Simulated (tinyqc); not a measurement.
What moves the results: bond unit of a tetrahedral oxide and its oxygen vacancy in tight binding. A value that a table varies takes the place of the one given here.

Two sp3 hybrids h1, h2 at eh = (es + 3 ep)/4 point at one oxygen with orbitals s, px, py, pz; x joins the two cations, z bisects the angle phi, and th = (180 - phi)/2. With u = hbar^2/(m d^2) = 2c/d^2, c = hbar^2/2m0: Vhs = -(1.32 + sqrt3 x 1.42) u/2 and Vhp = (1.42 + sqrt3 x 2.22) u/2. <h|s> = Vhs for both; <h1|px> = Vhp cos(th), <h2|px> = -Vhp cos(th); <h|pz> = Vhp sin(th) for both; py is a lone pair. The unit holds 8 electrons. Coupling between units, which widens the levels into bands, is left out.

Without the oxygen the two hybrids face each other at distance R and couple by -V2, V2 = 3.22 x 2c/R^2, c = hbar^2/2m0: a bond at eh - V2 with two electrons and an antibond at eh + V2. Levels are measured from eop, the lone-pair level that stands for the top of the valence band.

Constants: hbar^2/2m0 = 3.80998211 eV angstrom^2.

Parameters, chosen for this exercise (near tabulated values for SiO2; shifted at random, so the results belong to these values and not to a real crystal): es = -14.82 eV (s level of the cation); ep = -7.52 eV (p level of the cation); eos = -33.84 eV (s level of oxygen); eop = -16.74 eV (p level of oxygen); d = 1.63 angstrom (cation-oxygen distance); phi = 159 degrees (bond angle at oxygen); R = 2.38 angstrom (cation-cation distance across the vacancy).

## Bond angle at oxygen

phi is varied at fixed d. Levels above eop; cation-cation distance 2 d cos(th); band energy is twice the sum of the four filled levels, relative to phi = 180; excess on O is the number of electrons on oxygen less 6.

Against phi:
```
phi (deg),distance (angstrom),level 2,level 3,level 5,level 6,excess on O,band energy (eV)
110,2.670,-5.799,-2.657,12.409,13.194,0.915,-2.019
120,2.823,-6.261,-2.121,11.834,13.656,0.942,-1.795
130,2.955,-6.662,-1.594,11.272,14.057,0.979,-1.473
140,3.063,-6.996,-1.097,10.746,14.391,1.025,-1.088
150,3.149,-7.259,-0.657,10.283,14.654,1.076,-0.689
160,3.210,-7.449,-0.307,9.916,14.844,1.125,-0.335
170,3.248,-7.564,-0.079,9.678,14.959,1.161,-0.089
180,3.260,-7.602,0.000,9.596,14.997,1.175,0.000
```

Bending moves coupling from px to pz: level 2 rises from -7.60 to -5.80 eV and level 3 falls from 0.00 to -2.66 eV between 180 and 110 degrees. The lowest empty level is lowest at 180 degrees (9.60 eV) and highest at 110 (12.41 eV), so a spread of angles in a glass smears the conduction edge. The band energy is lowest at 110 degrees of those listed (-2.02 eV); the repulsion of the cations, not included, opposes bending.

## The vacancy as the cations move

R is varied; eh = (es + 3 ep)/4. The last two columns are the band energies of the bond with two electrons, -2 V2, and with one, -V2.

Against R (eV):
```
R (angstrom),V2,bond level,antibond level,two electrons,one electron
2.20,5.069,2.326,12.464,-10.139,-5.069
2.35,4.443,2.952,11.838,-8.886,-4.443
2.50,3.926,3.469,11.321,-7.852,-3.926
2.70,3.366,4.029,10.761,-6.731,-3.366
3.00,2.726,4.669,10.121,-5.453,-2.726
3.30,2.253,5.142,9.648,-4.506,-2.253
3.70,1.792,5.603,9.187,-3.585,-1.792
4.20,1.391,6.004,8.786,-2.782,-1.391
```

The bond level rises from 2.33 eV at 2.2 to 6.00 eV at 4.2 angstrom, towards the lone hybrid at 7.39 eV. Taking one electron away halves the pull between the cations (at 2.5 angstrom from 6.28 to 3.14 eV/angstrom), so the positive vacancy relaxes outward and its level moves up: capture and release of a hole take place at different energies.

## What each value does

Spacing from the highest filled to the lowest empty level, excess electrons on oxygen (their number less 6), and the vacancy bond level eh - V2 - eop, V2 = 3.22 x 2c/R^2. Each row changes one parameter from the base and keeps the others.

Results:
```
case,spacing (eV),excess on O,vacancy level (eV)
base,9.9477,1.1202,3.0633
es = -14.32 eV,10.0595,1.1276,3.1883
ep = -7.02 eV,10.2836,1.1421,3.4383
eos = -31.84 eV,10.1010,1.1027,3.0633
eop = -16.24 eV,9.4656,1.0938,2.5633
d = 1.67 angstrom,9.7349,1.1481,3.0633
phi = 151 degrees,10.2416,1.0809,3.0633
R = 2.53 angstrom,9.9477,1.1202,3.5617
```

The largest shifts from the base row, up to three for each result and ties (the steps differ in size, so this ranks the rows, not the parameters). spacing (eV): eop -0.4821, ep +0.3359, phi +0.2939; unchanged at the printed digits by R. excess on O: phi -0.0393, d +0.0279, eop -0.0264; unchanged at the printed digits by R. vacancy level (eV): eop -0.5000, R +0.4984, ep +0.3750; unchanged at the printed digits by eos, d and phi.

Program tinyqc; command `OMP_NUM_THREADS=1 python tinyqc.py 1481966 1481967 out.jsonl`; about 0.01 s on one thread of a shared Intel(R) Xeon(R) Processor @ 2.30GHz.
